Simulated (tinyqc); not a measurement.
The integration grid: Kohn-Sham SCAN on finer and finer grids in the 6-31g basis, for H2, spin multiplicity 1. Computed by the program tinyqc with PySCF. Self-consistent on each grid; the net force on the molecule should vanish.

Geometry (angstrom):
```
atom       x       y       z
H     0.0000  0.0000  0.0000
H     0.0000  0.0000  0.9030
```

Kohn-Sham energy on Becke grids (radial x angular points per atom):
```
grid       points  residual of the electron count  E (hartree)  E - finest (mhartree)  largest net force without grid terms (hartree/bohr)
10 x 14       272                        9.25e-03     -1.15833               -4.29729                                             5.55e-17
15 x 26       770                       -4.18e-03     -1.15450               -0.46269                                             5.76e-18
20 x 50      1986                        5.06e-05     -1.15407               -0.03644                                             1.11e-16
30 x 86      5138                        1.48e-05     -1.15405               -0.01184                                             1.51e-17
50 x 194    19364                        1.84e-08     -1.15403                0.00000                                             7.65e-18
75 x 302    45244                       -6.63e-09     -1.15403                0.00000                                             1.11e-16
120 x 590  141360                       -1.35e-10     -1.15403                0.00000                                             1.11e-16
```

What does the comparison show, and why?

The energy is within 0.1 mhartree of the finest grid first at 20 x 50. The error has one sign here, though quadrature is not variational. The net force vanishes by symmetry here, so only the electron count signals a poor grid.
